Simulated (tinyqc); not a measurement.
RHF in the sto-3g basis, for BeH2, spin multiplicity 1, step by step. Computed by tinyqc, a small Python program that keeps every step (integrals from PySCF). Settings: charge = 0, multiplicity = 1, basis = sto-3g, energy threshold = 1e-08, iteration cap = 74, orthogonalisation = canonical, start = Wolfsberg-Helmholz matrix, DIIS depth = 4, method = RHF. Command: `OMP_NUM_THREADS=1 python tinyqc.py 22666 22667 out.jsonl` (the two numbers bound the seeds that draw the settings). One thread of a shared host (Intel(R) Xeon(R) Processor @ 2.60GHz), about 0.06 s of CPU time with the checks. Later iterations appear only in the table of the cycle.

## One-electron integrals

Geometry (angstrom):
```
atom        x         y        z
Be    0.00000   0.00000  0.00000
H     0.00000   1.43900  0.16500
H     0.00000  -1.43900  0.16500
```

Basis sto-3g: exponents (1/bohr^2) and contraction coefficients of normalised primitives:
```
element  l (shell)  exponent  coefficient
Be           s (1)  30.16787      0.15433
Be           s (1)   5.49512      0.53533
Be           s (1)   1.48719      0.44463
Be           s (2)   1.31483     -0.09997
Be           s (2)   0.30554      0.39951
Be           s (2)   0.09937      0.70012
Be           p (3)   1.31483      0.15592
Be           p (3)   0.30554      0.60768
Be           p (3)   0.09937      0.39196
H            s (1)   3.42525      0.15433
H            s (1)   0.62391      0.53533
H            s (1)   0.16886      0.44463
```

Overlap, kinetic and nuclear-attraction integrals over the contracted functions; the nuclear repulsion is the sum of Za Zb / Rab.

nuclear repulsion = 3.1066352 hartree

overlap S, lower triangle:
```
          1Be 1s   1Be 2s  1Be 2px   1Be 2py  1Be 2pz    2H 1s    3H 1s
1Be 1s   1.00000
1Be 2s   0.25952  1.00000
1Be 2px  0.00000  0.00000  1.00000
1Be 2py  0.00000  0.00000  0.00000   1.00000
1Be 2pz  0.00000  0.00000  0.00000   0.00000  1.00000
2H 1s    0.05473  0.41685  0.00000   0.49027  0.05622  1.00000
3H 1s    0.05473  0.41685  0.00000  -0.49027  0.05622  0.02355  1.00000
```

kinetic energy T (hartree), lower triangle:
```
           1Be 1s   1Be 2s  1Be 2px   1Be 2py  1Be 2pz     2H 1s    3H 1s
1Be 1s    6.69397
1Be 2s   -0.03301  0.21111
1Be 2px   0.00000  0.00000  0.66059
1Be 2py   0.00000  0.00000  0.00000   0.66059
1Be 2pz   0.00000  0.00000  0.00000   0.00000  0.66059
2H 1s    -0.01446  0.05340  0.00000   0.15806  0.01812   0.76003
3H 1s    -0.01446  0.05340  0.00000  -0.15806  0.01812  -0.00769  0.76003
```

nuclear attraction V (hartree), lower triangle:
```
            1Be 1s    1Be 2s   1Be 2px   1Be 2py   1Be 2pz     2H 1s     3H 1s
1Be 1s   -15.29178
1Be 2s    -2.08887  -3.00894
1Be 2px    0.00000   0.00000  -2.92105
1Be 2py    0.00000   0.00000   0.00000  -3.12699
1Be 2pz   -0.00351  -0.03089   0.00000   0.00000  -2.92376
2H 1s     -0.43888  -1.18608   0.00000  -1.36144  -0.15919  -2.86449
3H 1s     -0.43888  -1.18608   0.00000   1.36144  -0.15919  -0.07861  -2.86449
```

core Hamiltonian H = T + V (hartree), lower triangle:
```
           1Be 1s    1Be 2s   1Be 2px   1Be 2py   1Be 2pz     2H 1s     3H 1s
1Be 1s   -8.59781
1Be 2s   -2.12188  -2.79783
1Be 2px   0.00000   0.00000  -2.26046
1Be 2py   0.00000   0.00000   0.00000  -2.46640
1Be 2pz  -0.00351  -0.03089   0.00000   0.00000  -2.26317
2H 1s    -0.45335  -1.13268   0.00000  -1.20339  -0.14106  -2.10446
3H 1s    -0.45335  -1.13268   0.00000   1.20339  -0.14106  -0.08630  -2.10446
```

## Two-electron integrals

Functions are numbered as in S; the eight-fold symmetry (ij|kl) = (ji|kl) = (kl|ij) leaves the list below.

Two-electron integrals (ij|kl) in chemists' order, unique and non-zero (hartree):
```
(11|11) 2.29883    (21|11) 0.39204    (21|21) 0.07954    (22|11) 0.57099
(22|21) 0.14304    (22|22) 0.41768    (31|31) 0.01461    (32|31) 0.02189
(32|32) 0.09226    (33|11) 0.56958    (33|21) 0.14308    (33|22) 0.41759
(33|33) 0.44986    (41|41) 0.01461    (42|41) 0.02189    (42|42) 0.09226
(43|43) 0.02425    (44|11) 0.56958    (44|21) 0.14308    (44|22) 0.41759
(44|33) 0.40136    (44|44) 0.44986    (51|51) 0.01461    (52|51) 0.02189
(52|52) 0.09226    (53|53) 0.02425    (54|54) 0.02425    (55|11) 0.56958
(55|21) 0.14308    (55|22) 0.41759    (55|33) 0.40136    (55|44) 0.40136
(55|55) 0.44986    (61|11) 0.08169    (61|21) 0.01656    (61|22) 0.03004
(61|33) 0.02982    (61|41) 0.00146    (61|42) 0.00275    (61|44) 0.03047
(61|51) 0.00017    (61|52) 0.00032    (61|54) 0.00007    (61|55) 0.02983
(61|61) 0.00362    (62|11) 0.19656    (62|21) 0.04995    (62|22) 0.15869
(62|33) 0.15269    (62|41) 0.00650    (62|42) 0.03973    (62|44) 0.17031
(62|51) 0.00075    (62|52) 0.00456    (62|54) 0.00202    (62|55) 0.15293
(62|61) 0.01151    (62|62) 0.08941    (63|31) 0.00461    (63|32) 0.02151
(63|43) 0.00690    (63|53) 0.00079    (63|63) 0.00827    (64|11) 0.20896
(64|21) 0.05376    (64|22) 0.17911    (64|33) 0.16849    (64|41) 0.01056
(64|42) 0.06173    (64|44) 0.19993    (64|51) 0.00068    (64|52) 0.00461
(64|54) 0.00281    (64|55) 0.16873    (64|61) 0.01295    (64|62) 0.11484
(64|64) 0.15248    (65|11) 0.02396    (65|21) 0.00616    (65|22) 0.02054
(65|33) 0.01932    (65|41) 0.00068    (65|42) 0.00461    (65|44) 0.02134
(65|51) 0.00469    (65|52) 0.02204    (65|54) 0.00713    (65|55) 0.02093
(65|61) 0.00148    (65|62) 0.01317    (65|64) 0.01654    (65|65) 0.01016
(66|11) 0.36315    (66|21) 0.09396    (66|22) 0.33436    (66|33) 0.31013
(66|41) 0.01442    (66|42) 0.11348    (66|44) 0.38164    (66|51) 0.00165
(66|52) 0.01301    (66|54) 0.00820    (66|55) 0.31107    (66|61) 0.02222
(66|62) 0.23879    (66|64) 0.32575    (66|65) 0.03735    (66|66) 0.77461
(71|11) 0.08169    (71|21) 0.01656    (71|22) 0.03004    (71|33) 0.02982
(71|41) -0.00146   (71|42) -0.00275   (71|44) 0.03047    (71|51) 0.00017
(71|52) 0.00032    (71|54) -0.00007   (71|55) 0.02983    (71|61) 0.00331
(71|62) 0.00973    (71|64) 0.01008    (71|65) 0.00126    (71|66) 0.01807
(71|71) 0.00362    (72|11) 0.19656    (72|21) 0.04995    (72|22) 0.15869
(72|33) 0.15269    (72|41) -0.00650   (72|42) -0.03973   (72|44) 0.17031
(72|51) 0.00075    (72|52) 0.00456    (72|54) -0.00202   (72|55) 0.15293
(72|61) 0.00973    (72|62) 0.04676    (72|64) 0.04809    (72|65) 0.00680
(72|66) 0.09224    (72|71) 0.01151    (72|72) 0.08941    (73|31) 0.00461
(73|32) 0.02151    (73|43) -0.00690   (73|53) 0.00079    (73|63) 0.00344
(73|73) 0.00827    (74|11) -0.20896   (74|21) -0.05376   (74|22) -0.17911
(74|33) -0.16849   (74|41) 0.01056    (74|42) 0.06173    (74|44) -0.19993
(74|51) -0.00068   (74|52) -0.00461   (74|54) 0.00281    (74|55) -0.16873
(74|61) -0.01008   (74|62) -0.04809   (74|64) -0.04764   (74|65) -0.00688
(74|66) -0.09375   (74|71) -0.01295   (74|72) -0.11484   (74|74) 0.15248
(75|11) 0.02396    (75|21) 0.00616    (75|22) 0.02054    (75|33) 0.01932
(75|41) -0.00068   (75|42) -0.00461   (75|44) 0.02134    (75|51) 0.00469
(75|52) 0.02204    (75|54) -0.00713   (75|55) 0.02093    (75|61) 0.00126
(75|62) 0.00680    (75|64) 0.00688    (75|65) 0.00440    (75|66) 0.01371
(75|71) 0.00148    (75|72) 0.01317    (75|74) -0.01654   (75|75) 0.01016
(76|11) 0.01457    (76|21) 0.00361    (76|22) 0.01025    (76|33) 0.01008
(76|44) 0.01053    (76|51) 0.00011    (76|52) 0.00053    (76|55) 0.01012
(76|61) 0.00076    (76|62) 0.00402    (76|64) 0.00461    (76|65) 0.00065
(76|66) 0.00873    (76|71) 0.00076    (76|72) 0.00402    (76|74) -0.00461
(76|75) 0.00065    (76|76) 0.00026    (77|11) 0.36315    (77|21) 0.09396
(77|22) 0.33436    (77|33) 0.31013    (77|41) -0.01442   (77|42) -0.11348
(77|44) 0.38164    (77|51) 0.00165    (77|52) 0.01301    (77|54) -0.00820
(77|55) 0.31107    (77|61) 0.01807    (77|62) 0.09224    (77|64) 0.09375
(77|65) 0.01371    (77|66) 0.18385    (77|71) 0.02222    (77|72) 0.23879
(77|74) -0.32575   (77|75) 0.03735    (77|76) 0.00873    (77|77) 0.77461
```

## Orthogonalisation

S = U s U^T; canonical form X = U s^(-1/2), so that X^T S X = 1. Each column of U has its largest component positive (the first on a tie).

eigenvalues of S: 0.29477  0.38717  0.93253  1.00000  1.01494  1.68168  1.68891

X:
```
                1         2         3        4         5         6        7
1Be 1s    0.00000  -0.35831   0.86023  0.00000  -0.38663   0.00000  0.25347
1Be 2s    0.00000   1.15819  -0.11460  0.00000  -0.07248   0.00000  0.52363
1Be 2px   0.00000   0.00000   0.00000  1.00000   0.00000   0.00000  0.00000
1Be 2py   1.29128   0.00000   0.00000  0.00000   0.00000   0.54988  0.00000
1Be 2pz   0.00000   0.13573   0.43078  0.00000   0.89565   0.00000  0.05774
2H 1s    -0.92871  -0.73982  -0.25850  0.00000   0.11905   0.38228  0.35379
3H 1s     0.92871  -0.73982  -0.25850  0.00000   0.11905  -0.38228  0.35379
```

## Starting guess

The start is the generalised Wolfsberg-Helmholz matrix (K = 1.75) built on H; D = 2 C_occ C_occ^T.

D at the start, lower triangle:
```
           1Be 1s   1Be 2s  1Be 2px   1Be 2py  1Be 2pz    2H 1s    3H 1s
1Be 1s    2.04257
1Be 2s   -0.14772  0.70179
1Be 2px   0.00000  0.00000  0.00000
1Be 2py   0.00000  0.00000  0.00000   0.76040
1Be 2pz  -0.03267  0.08638  0.00000   0.00000  0.01074
2H 1s    -0.20562  0.45010  0.00000   0.41094  0.05620  0.51687
3H 1s    -0.20562  0.45010  0.00000  -0.41094  0.05620  0.07271  0.51687
```

## Iteration 1: building the Fock matrix

J_ij = sum D_kl (ij|kl), K_ij = sum D_kl (ik|jl); F = H + J - 0.5 K; E = tr D H + tr D J / 2 - 0.25 tr D K + E_nn.

Coulomb J (hartree), lower triangle:
```
          1Be 1s   1Be 2s  1Be 2px   1Be 2py  1Be 2pz    2H 1s    3H 1s
1Be 1s   6.43272
1Be 2s   1.25170  2.64634
1Be 2px  0.00000  0.00000  2.57744
1Be 2py  0.00000  0.00000  0.00000   2.77162
1Be 2pz  0.00793  0.04852  0.00000   0.00000  2.58009
2H 1s    0.26301  1.05167  0.00000   1.21302  0.14570  2.37294
3H 1s    0.26301  1.05167  0.00000  -1.21302  0.14570  0.06748  2.37294
```

exchange K (hartree), lower triangle:
```
           1Be 1s   1Be 2s  1Be 2px   1Be 2py  1Be 2pz    2H 1s    3H 1s
1Be 1s    4.61608
1Be 2s    0.82732  0.89466
1Be 2px   0.00000  0.00000  0.16232
1Be 2py   0.00000  0.00000  0.00000   1.01287
1Be 2pz  -0.00270  0.09812  0.00000   0.00000  0.17479
2H 1s     0.17330  0.58294  0.00000   0.65496  0.08078  1.06408
3H 1s     0.17330  0.58294  0.00000  -0.65496  0.08078  0.03128  1.06408
```

Fock matrix F (hartree), lower triangle:
```
           1Be 1s    1Be 2s  1Be 2px   1Be 2py   1Be 2pz     2H 1s     3H 1s
1Be 1s   -4.47313
1Be 2s   -1.28385  -0.59882
1Be 2px   0.00000   0.00000  0.23582
1Be 2py   0.00000   0.00000  0.00000  -0.20121
1Be 2pz   0.00577  -0.03143  0.00000   0.00000   0.22953
2H 1s    -0.27699  -0.37248  0.00000  -0.31785  -0.03575  -0.26357
3H 1s    -0.27699  -0.37248  0.00000   0.31785  -0.03575  -0.03446  -0.26357
```

total energy of this density = -15.5193911 hartree

## Iteration 1: diagonalisation and new density

Diagonalise F' = X^T F X, C = X C', fill 3 alpha and 3 beta electrons from the bottom; D = 2 C_occ C_occ^T. Each column has its largest component positive (the first on a tie).

F' = X^T F X (hartree), lower triangle:
```
         1         2         3        4         5         6         7
1  0.79399
2  0.00000   0.35288
3  0.00000   0.49685  -2.83651
4  0.00000   0.00000   0.00000  0.23582
5  0.00000  -0.21318   1.51749  0.00000  -0.51938
6  0.03065   0.00000   0.00000  0.00000   0.00000  -0.39506
7  0.00000   0.21770  -1.43724  0.00000   0.72650   0.00000  -1.24624
```

orbital energies (hartree): MO1 -4.47711, MO2 -0.42922, MO3 -0.39585, MO4 0.22733, MO5 0.23582, MO6 0.42975, MO7 0.79478

coefficients C:
```
              MO1       MO2       MO3       MO4      MO5       MO6       MO7
1Be 1s    0.99103  -0.21536   0.00000   0.06368  0.00000  -0.22256   0.00000
1Be 2s    0.03479   0.57057   0.00000  -0.26710  0.00000   1.11169   0.00000
1Be 2px   0.00000   0.00000   0.00000   0.00000  1.00000   0.00000   0.00000
1Be 2py   0.00000   0.00000   0.51645   0.00000  0.00000   0.00000   1.30501
1Be 2pz  -0.00055   0.04318   0.00000   0.96526  0.00000   0.27557   0.00000
2H 1s    -0.00471   0.39877   0.40607   0.11217  0.00000  -0.76281  -0.91856
3H 1s    -0.00471   0.39877  -0.40607   0.11217  0.00000  -0.76281   0.91856
```

D after iteration 1, lower triangle:
```
           1Be 1s   1Be 2s  1Be 2px   1Be 2py  1Be 2pz     2H 1s    3H 1s
1Be 1s    2.05705
1Be 2s   -0.17680  0.65352
1Be 2px   0.00000  0.00000  0.00000
1Be 2py   0.00000  0.00000  0.00000   0.53344
1Be 2pz  -0.01969  0.04924  0.00000   0.00000  0.00373
2H 1s    -0.18110  0.45473  0.00000   0.41943  0.03445   0.64786
3H 1s    -0.18110  0.45473  0.00000  -0.41943  0.03445  -0.01170  0.64786
```

## Iteration 2: building the Fock matrix

As before.

Coulomb J (hartree), lower triangle:
```
          1Be 1s   1Be 2s  1Be 2px   1Be 2py  1Be 2pz    2H 1s    3H 1s
1Be 1s   6.39172
1Be 2s   1.24021  2.62447
1Be 2px  0.00000  0.00000  2.55264
1Be 2py  0.00000  0.00000  0.00000   2.75576
1Be 2pz  0.00675  0.04390  0.00000   0.00000  2.55507
2H 1s    0.26059  1.05078  0.00000   1.21658  0.14485  2.40089
3H 1s    0.26059  1.05078  0.00000  -1.21658  0.14485  0.06699  2.40089
```

exchange K (hartree), lower triangle:
```
           1Be 1s   1Be 2s  1Be 2px   1Be 2py  1Be 2pz    2H 1s    3H 1s
1Be 1s    4.62804
1Be 2s    0.81473  0.87007
1Be 2px   0.00000  0.00000  0.15374
1Be 2py   0.00000  0.00000  0.00000   0.96179
1Be 2pz  -0.00132  0.07669  0.00000   0.00000  0.16183
2H 1s     0.17495  0.58781  0.00000   0.66244  0.07057  1.13074
3H 1s     0.17495  0.58781  0.00000  -0.66244  0.07057  0.02524  1.13074
```

Fock matrix F (hartree), lower triangle:
```
           1Be 1s    1Be 2s  1Be 2px   1Be 2py   1Be 2pz     2H 1s     3H 1s
1Be 1s   -4.52011
1Be 2s   -1.28904  -0.60840
1Be 2px   0.00000   0.00000  0.21531
1Be 2py   0.00000   0.00000  0.00000  -0.19154
1Be 2pz   0.00390  -0.02533  0.00000   0.00000   0.21098
2H 1s    -0.28023  -0.37580  0.00000  -0.31803  -0.03150  -0.26894
3H 1s    -0.28023  -0.37580  0.00000   0.31803  -0.03150  -0.03194  -0.26894
```

total energy of this density = -15.5415439 hartree

## Iteration 2: DIIS over 2 matrices

error matrix X^T (FDS - SDF) X:
```
          1         2         3        4         5        6        7
1   0.00000   0.00000   0.00000  0.00000   0.00000  0.02478  0.00000
2   0.00000   0.00000   0.01812  0.00000  -0.01041  0.00000  0.00037
3   0.00000  -0.01812   0.00000  0.00000   0.01102  0.00000  0.00489
4   0.00000   0.00000   0.00000  0.00000   0.00000  0.00000  0.00000
5   0.00000   0.01041  -0.01102  0.00000   0.00000  0.00000  0.00953
6  -0.02478   0.00000   0.00000  0.00000   0.00000  0.00000  0.00000
7   0.00000  -0.00037  -0.00489  0.00000  -0.00953  0.00000  0.00000
```

B (overlaps of the stored error matrices):
```
               1              2
1  1.4065325e-01  1.6670916e-02
2  1.6670916e-02  2.5737822e-03
```

Minimise |sum c_i e_i|^2 with sum c_i = 1: solve [B -1; -1 0][c; lambda] = [0; -1] with B_ij = tr e_i^T e_j, and take F = sum c_i F_i.

DIIS coefficients: -0.12829  1.12829

extrapolated F (hartree), lower triangle:
```
           1Be 1s    1Be 2s  1Be 2px   1Be 2py   1Be 2pz     2H 1s     3H 1s
1Be 1s   -4.52614
1Be 2s   -1.28971  -0.60962
1Be 2px   0.00000   0.00000  0.21268
1Be 2py   0.00000   0.00000  0.00000  -0.19030
1Be 2pz   0.00366  -0.02455  0.00000   0.00000   0.20860
2H 1s    -0.28065  -0.37622  0.00000  -0.31805  -0.03095  -0.26963
3H 1s    -0.28065  -0.37622  0.00000   0.31805  -0.03095  -0.03161  -0.26963
```

## Iteration 2: diagonalisation and new density

As before.

F' = X^T F X (hartree), lower triangle:
```
         1         2         3        4         5         6         7
1  0.79779
2  0.00000   0.34191
3  0.00000   0.51168  -2.88062
4  0.00000   0.00000   0.00000  0.21268
5  0.00000  -0.22068   1.52182  0.00000  -0.54115
6  0.04473   0.00000   0.00000  0.00000   0.00000  -0.39454
7  0.00000   0.21997  -1.44849  0.00000   0.73843   0.00000  -1.25837
```

orbital energies (hartree): MO1 -4.52955, MO2 -0.43639, MO3 -0.39621, MO4 0.20566, MO5 0.21268, MO6 0.42206, MO7 0.79947

coefficients C:
```
              MO1       MO2       MO3       MO4      MO5       MO6       MO7
1Be 1s    0.99179  -0.21602   0.00000   0.05647  0.00000  -0.22047   0.00000
1Be 2s    0.03161   0.57915   0.00000  -0.24243  0.00000   1.11301   0.00000
1Be 2px   0.00000   0.00000   0.00000   0.00000  1.00000   0.00000   0.00000
1Be 2py   0.00000   0.00000   0.50116   0.00000  0.00000   0.00000   1.31096
1Be 2pz  -0.00027   0.03110   0.00000   0.96982  0.00000   0.26078   0.00000
2H 1s    -0.00352   0.39381   0.41678   0.10606  0.00000  -0.76626  -0.91375
3H 1s    -0.00352   0.39381  -0.41678   0.10606  0.00000  -0.76626   0.91375
```

D after iteration 2, lower triangle:
```
           1Be 1s   1Be 2s  1Be 2px   1Be 2py  1Be 2pz     2H 1s    3H 1s
1Be 1s    2.06063
1Be 2s   -0.18751  0.67282
1Be 2px   0.00000  0.00000  0.00000
1Be 2py   0.00000  0.00000  0.00000   0.50232
1Be 2pz  -0.01397  0.03601  0.00000   0.00000  0.00194
2H 1s    -0.17712  0.45592  0.00000   0.41774  0.02450   0.65760
3H 1s    -0.17712  0.45592  0.00000  -0.41774  0.02450  -0.03721  0.65760
```

## Iteration 6 (converged): orbitals

converged F (hartree), lower triangle:
```
           1Be 1s    1Be 2s  1Be 2px   1Be 2py   1Be 2pz     2H 1s     3H 1s
1Be 1s   -4.52264
1Be 2s   -1.28863  -0.61198
1Be 2px   0.00000   0.00000  0.21362
1Be 2py   0.00000   0.00000  0.00000  -0.18864
1Be 2pz   0.00264  -0.02293  0.00000   0.00000   0.21016
2H 1s    -0.28037  -0.37651  0.00000  -0.31776  -0.02871  -0.26972
3H 1s    -0.28037  -0.37651  0.00000   0.31776  -0.02871  -0.03066  -0.26972
```

As before.

F' = X^T F X (hartree), lower triangle:
```
         1         2         3        4         5         6         7
1  0.79735
2  0.00000   0.34025
3  0.00000   0.51151  -2.88006
4  0.00000   0.00000   0.00000  0.21362
5  0.00000  -0.22123   1.51963  0.00000  -0.53790
6  0.04664   0.00000   0.00000  0.00000   0.00000  -0.39409
7  0.00000   0.21795  -1.44621  0.00000   0.74000   0.00000  -1.25815
```

orbital energies (hartree): MO1 -4.52604, MO2 -0.43721, MO3 -0.39592, MO4 0.20708, MO5 0.21362, MO6 0.42032, MO7 0.79917

coefficients C:
```
              MO1       MO2       MO3       MO4      MO5       MO6       MO7
1Be 1s    0.99179  -0.21669   0.00000   0.05453  0.00000  -0.22031   0.00000
1Be 2s    0.03164   0.58232   0.00000  -0.23628  0.00000   1.11267   0.00000
1Be 2px   0.00000   0.00000   0.00000   0.00000  1.00000   0.00000   0.00000
1Be 2py   0.00000   0.00000   0.49903   0.00000  0.00000   0.00000   1.31177
1Be 2pz  -0.00006   0.02651   0.00000   0.97070  0.00000   0.25800   0.00000
2H 1s    -0.00355   0.39193   0.41826   0.10594  0.00000  -0.76724  -0.91307
3H 1s    -0.00355   0.39193  -0.41826   0.10594  0.00000  -0.76724   0.91307
```

D after iteration 6, lower triangle:
```
           1Be 1s   1Be 2s  1Be 2px   1Be 2py  1Be 2pz     2H 1s    3H 1s
1Be 1s    2.06120
1Be 2s   -0.18961  0.68020
1Be 2px   0.00000  0.00000  0.00000
1Be 2py   0.00000  0.00000  0.00000   0.49806
1Be 2pz  -0.01161  0.03087  0.00000   0.00000  0.00141
2H 1s    -0.17690  0.45623  0.00000   0.41745  0.02078   0.65712
3H 1s    -0.17690  0.45623  0.00000  -0.41745  0.02078  -0.04264  0.65712
```

## Convergence

Stop when the energy changes by less than 1e-08 hartree and every element of the error matrix X^T (F D S - S D F) X is below 3e-05.

Course of the cycle:
```
iteration  E (hartree)     change  largest element of the error matrix
1          -15.5193911          -                             1.85e-01
2          -15.5415439  -2.22e-02                             2.48e-02
3          -15.5422260  -6.82e-04                             2.93e-03
4          -15.5422575  -3.14e-05                             2.91e-04
5          -15.5422576  -1.73e-07                             4.39e-05
6          -15.5422577  -4.57e-09                             2.02e-06
```

PySCF RHF in the same basis = -15.5422577 hartree

Converged in 6 iterations.

## Populations, bond orders and dipole

Mulliken: Z minus the diagonal of D S on the atom; Loewdin: the same with S^(1/2) D S^(1/2); Mayer order: 2 sum_s sum (D(s) S)_ij (D(s) S)_ji over the two atoms.

Charges (e):
```
atom  Mulliken   Loewdin
1Be    0.08489   0.07056
2H    -0.04245  -0.03528
3H    -0.04245  -0.03528
```

Mayer bond orders:
```
pair    order
2-1   0.99568
3-1   0.99568
3-2   0.00252
```

dipole moment about the origin, x y z (debye): 0.00000  0.00000  -0.51890
